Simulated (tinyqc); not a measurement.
Interfaces: Cahn-Hilliard equation on a periodic one-dimensional grid. Computed by tinyqc, a small Python program. Command: `OMP_NUM_THREADS=1 python tinyqc.py 3023014 3023015 out.jsonl cahn walk`. One thread of a shared host (Intel(R) Xeon(R) Processor @ 2.30GHz), about 0.01 s of CPU time with the checks.

Free energy F = h sum_j [A (c_j^2 - 1)^2/4 + (kappa/2) ((c_(j+1) - c_j)/h)^2]; dc/dt = Lap(mu), mu = A (c^3 - c) - kappa Lap(c), Lap(y)_j = (y_(j+1) - 2 y_j + y_(j-1))/h^2, mobility 1; the grid has n = 16 points.

Inputs (values chosen for the exercise, in reduced units):
```
quantity                    value  unit
spacing h                     1.2     -
well depth A                 0.97     -
gradient coefficient kappa   0.46     -
mean composition c0         -0.14     -
noise amplitude              0.05     -
time step dt                 0.45     -
end time                       60     -
```

Scheme: semi-implicit Fourier.

Method:
- Start: c_j = c0 + amplitude x (z_j - mean of z).
- With Fourier components y_m = sum_j y_j exp(-2 pi i j m/n): c_m(new) = [c_m - dt lambda_m N_m]/(1 + dt kappa lambda_m^2), N = A (c^3 - c), lambda_m = (4/h^2) sin^2(pi m/n).
- Run to the end time; break off if |c| exceeds 3 or F has risen by more than 1e-9 in more than 30 steps. Domains = stretches with c > c0.
- Continuum wall between c = -1 and +1: c = tanh(x/w), w = sqrt(2 kappa/A), energy s = (2/3) sqrt(2 kappa A). With two walls per domain, the estimate of F at the end is 2 x domains x s. Volume fraction of the +1 phase by the lever rule: (1 + c0)/2.

random numbers: -0.119  0.793  -0.035  -0.539  0.908  -0.323  0.295  0.678  0.819  0.999  -0.351  -0.593  0.732  0.608  0.560  0.069

Course:
```
step      t        F      min c      max c  domains
0      0.00  4.47385  -0.183716  -0.104116        4
3      1.35  4.47140  -0.200463  -0.090429        4
7      3.15  4.46335  -0.238881  -0.043628        4
13     5.85  4.41351  -0.352056   0.094362        3
20     9.00  4.14937  -0.593288   0.422392        3
27    12.15  3.62583  -0.792053   0.693891        3
40    18.00  3.32934  -0.899121   0.822233        3
53    23.85  3.27462  -0.922474   0.836916        3
73    32.85  3.24215  -0.924619   0.875515        3
93    41.85  3.23064  -0.917837   0.898025        3
113   50.85  3.22601  -0.911084   0.911414        3
133   59.85  3.22414  -0.906249   0.919524        3
```

F at the end = 3.22414

wall half width w = 0.97389

wall energy s = 0.62978

estimate of F = 3.7787

volume fraction = 0.43

w/h = 0.81157

The run ends at F = 3.2241, 0.85 of the estimate: walls this close overlap, or the grid resolves them poorly. Caution: the half width of the wall is below the grid spacing, so the wall is barely resolved and feels the grid.
